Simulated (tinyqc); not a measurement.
MOSFET with velocity saturation and source resistance: one step of the calculation.

Strong inversion, charge Q = Cox (Vg - m V) at channel potential V with Vg the gate overdrive, and drift velocity v = mu E/(1 + mu E/vsat). Integrating along the channel gives I = mu Cox (1/L)(Vg Vd - m Vd^2/2)/(1 + Vd/Vc) per width, Vc = vsat L/mu, which peaks at Vdsat. Units: I in uA/um, Rs in ohm um, so the drop over Rs is 1e-6 I Rs volts.

Question. Saturation without source resistance. Vg = Vgs - VT (0 if negative), mu = mu0/(1 + th Vg), Vc = vsat L/mu, x = sqrt(1 + 2 Vg/(m Vc)), Vdsat = 2 Vg/(m (1 + x)), Isat = Cox vsat Vg (x - 1)/(x + 1) per width. Long-channel limit: mu Cox Vg^2/(2 m L); short-channel limit: Cox vsat Vg.

Values chosen for this exercise:
```
symbol,value,unit,meaning
Cox,1.38,uF/cm^2,gate capacitance
mu0,310,cm^2/(V s),mobility at low gate voltage
th,0.4,1/V,mobility degradation
vsat,8.6e6,cm/s,saturation velocity
m,1.36,,body factor
VT,0.61,V,threshold
L,0.25,um,channel length
Vgs,1.2,V,gate voltage
```

Wanted: Vg; mu; Vc; Vdsat; Isat; long-channel limit; short-channel limit.

Answer.

Vg = 0.5900 V
mu = 250.8 cm^2/(V s)
Vc = 0.8572 V
Vdsat = 0.3588 V
Isat = 121.2 uA/um
long-channel limit = 177.2 uA/um
short-channel limit = 700.2 uA/um

tinyqc, about 0.01 s, one thread, Intel Xeon 2.30GHz (shared host): `OMP_NUM_THREADS=1 python tinyqc.py 2500006 2500007 out.jsonl`
